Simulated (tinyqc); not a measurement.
Double-gate transistor below threshold, two-dimensional Poisson equation on a small mesh: one step of the calculation.

Half of a symmetric double-gate structure: row 0 is the mid-plane of the body, where the normal field vanishes. Mobile charge is neglected (subthreshold), the body is fully depleted, and potentials are counted from the intrinsic level; rows run upward to the gate, columns from source to drain.

Question. Coefficients of the five-point equations. Mesh: rows i = 0..2 in the semiconductor (step hs = tb/2, row 2 on the interface), then 1 step(s) ho = tox/1 up to the gate row 3; columns j = 0..4 (step hy = L/4). Box integration, divided by eps0: up_i = eps hy/h of the interval above row i, dn_i = that of the interval below (0 for row 0), lat_i = (sum of eps h/2 over the intervals above and below)/hy, s_i = -q Na w_i hy/eps0 with w_i the semiconductor height of the box (hs/2 for row 0 and the interface row, hs between, 0 in the insulator). Each free node obeys (up + dn + 2 lat) psi = up psi(above) + dn psi(below) + lat [psi(left) + psi(right)] + s.

Parameters, values chosen for the exercise; semiconductor permittivity close to that of In0.53Ga0.47As: relative permittivity of the semiconductor eps_r = 13.9; relative permittivity of the insulator eox = 9; half the body thickness tb = 5 nm; insulator thickness tox = 2.7 nm; channel length L = 24 nm; acceptor density of the depleted body Na = 0 cm^-3.

Constants: q = 1.602176634e-19 C, eps0 = 8.8541878128e-14 F/cm where lengths are in cm. Results are converted to the units shown.

Give: up; dn; lat; s.

Answer.

| row | up | dn | lat | s (V) |
|---|---|---|---|---|
| 0 | 33.36 | 0 | 2.896 | 0 |
| 1 | 33.36 | 33.36 | 5.792 | 0 |
| 2 | 20.00 | 33.36 | 4.921 | 0 |

Computed by the program tinyqc: `OMP_NUM_THREADS=1 python tinyqc.py 2480030 2480031 out.jsonl`, one thread of a shared Intel Xeon 2.30GHz, about 0.1 s for the whole run.
